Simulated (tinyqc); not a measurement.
Worked calculation: Hall effect and magnetoresistance of several carrier groups with constant relaxation times. Computed by tinyqc, a small Python program that keeps every step. Command: `OMP_NUM_THREADS=1 python tinyqc.py 3023141 3023142 out.jsonl hall2 walk`. One thread of a shared host (Intel(R) Xeon(R) Processor @ 2.30GHz), about 0.01 s of CPU time with the checks. Intermediate numbers are printed to about 7 digits and carried at full precision; extremes and crossings named in words are read from the listed rows.

Group 1 has charge +e and group 2 charge +e; s_i is that sign. B lies along z; mu B is formed with mu in m^2/(V s).

Inputs (values chosen for the exercise, for a model conductor):

| quantity | value | unit |
|---|---|---|
| density n1 | 4.8e+16 | 1/cm^3 |
| mobility mu1 | 140000 | cm^2/(V s) |
| density n2 | 2.8e+18 | 1/cm^3 |
| mobility mu2 | 3700 | cm^2/(V s) |
| magnetic field B | 1.1 | T |

Carriers: light and heavy holes. Densities: per volume.

Constants: e = 1.602176634e-19 C.

## Conductivity of each group

sigma_xx = sum n_i e mu_i/(1 + mu_i^2 B^2); sigma_xy = sum s_i n_i e mu_i^2 B/(1 + mu_i^2 B^2).

Parts (S/cm):

| group | mu B | sigma_xx | sigma_xy |
|---|---|---|---|
| group 1 | 15.4 | 4.520754 | 69.61961 |
| group 2 | 0.407 | 1423.975 | 579.5578 |

sigma_xx = 1428.496 S/cm

sigma_xy = 649.1774 S/cm

sigma at B = 0 = 2736.518 S/cm

## Resistivity, Hall coefficient and magnetoresistance

rho_xx = sigma_xx/(sigma_xx^2 + sigma_xy^2); Hall coefficient R_H = sigma_xy/(B (sigma_xx^2 + sigma_xy^2)), with B in V s/cm^2 (1 T = 1e-4 V s/cm^2); magnetoresistance MR = rho_xx(B)/rho_xx(0) - 1. Apparent density 1/(e |R_H|); Hall mobility |R_H|/rho_xx.

rho_xx = 5.802102e-04 ohm cm

Hall coefficient R_H = 2.397050 cm^3/C

magnetoresistance MR = 58.77555 %

apparent density = 2.603829e+18 1/cm^3

Hall mobility = 4131.348 cm^2/(V s)

A one-carrier reading would report holes of density 2.60e18, against n1 = 4.8e16 and n2 = 2.8e18.

## Limits of weak and strong field

Weak field: R_H(0) = sum s_i n_i mu_i^2/(e (sum n_i mu_i)^2); MR = c B^2 with c = n1 n2 mu1 mu2 (s1 mu1 - s2 mu2)^2/(n1 mu1 + n2 mu2)^2. Strong field: R_H = 1/(e sum s_i n_i); rho_xx saturates at (n1/mu1 + n2/mu2)/(e (sum s_i n_i)^2).

R_H at weak field = 20.94861 cm^3/C

coefficient c = 44.33483 1/T^2

R_H at strong field = 2.191541 cm^3/C

saturation MR = 59.42665 %

R_H keeps its sign, and its size changes by a factor 0.105 from weak to strong field. Caution: mu B is well above 1, where Landau quantisation, left out here, shows at low temperature.

## Field dependence

rho_xx = sigma_xx/(sigma_xx^2 + sigma_xy^2); Hall coefficient R_H = sigma_xy/(B (sigma_xx^2 + sigma_xy^2)), with B in V s/cm^2 (1 T = 1e-4 V s/cm^2); magnetoresistance MR = rho_xx(B)/rho_xx(0) - 1.

Against the field:

| B (T) | mu1 B | rho_xx (ohm cm) | R_H (cm^3/C) | MR (%) |
|---|---|---|---|---|
| 0.0036 | 5.040000e-02 | 3.656377e-04 | 20.93049 | 5.740243e-02 |
| 0.011 | 1.540000e-01 | 3.673707e-04 | 20.78080 | 5.316521e-01 |
| 0.029 | 4.060000e-01 | 3.782487e-04 | 19.84123 | 3.508432e+00 |
| 0.071 | 9.940000e-01 | 4.247778e-04 | 15.82233 | 1.624119e+01 |
| 0.18 | 2.520000e+00 | 5.190395e-04 | 7.68059 | 4.203609e+01 |
| 0.43 | 6.020000e+00 | 5.679108e-04 | 3.45940 | 5.540980e+01 |
| 1.1 | 1.540000e+01 | 5.802102e-04 | 2.39705 | 5.877555e+01 |
| 2.9 | 4.060000e+01 | 5.822439e-04 | 2.22139 | 5.933209e+01 |
| 8.6 | 1.204000e+02 | 5.825502e-04 | 2.19494 | 5.941588e+01 |

MR starts as B^1.99 and ends as B^0.00; it saturates at 59.4 %. One group alone would show no magnetoresistance in this model. The rows with mu1 B well above 1 show the semiclassical limit; Landau quantisation is left out.

## Back from four measured limits to the two groups

With z_i = s_i mu_i and w_i = s_i n_i the moments M_k = w1 z1^k + w2 z2^k are M_(-1) = (1 + MR_sat) M_0^2/M_1, M_0 = 1/(e R_strong), M_1 = sigma(0)/e, M_2 = R_weak sigma(0)^2/e. The z_i are the roots of z^2 + p z + q with M_2 + p M_1 + q M_0 = 0 and M_1 + p M_0 + q M_(-1) = 0; then w follows from M_0 and M_1. Group 1 is the faster.

p and q: -143700  5.180000e+08

signed mobilities s_i mu_i (cm^2/(V s)): 140000  3700

densities (1/cm^3): 4.800000e+16  2.80e+18

Checks made by the program: weak-field formulas against the tensor at mu1 B = 1e-3 (relative difference 4e-07); recovered mobilities and densities against the inputs (relative difference below 1e-10).
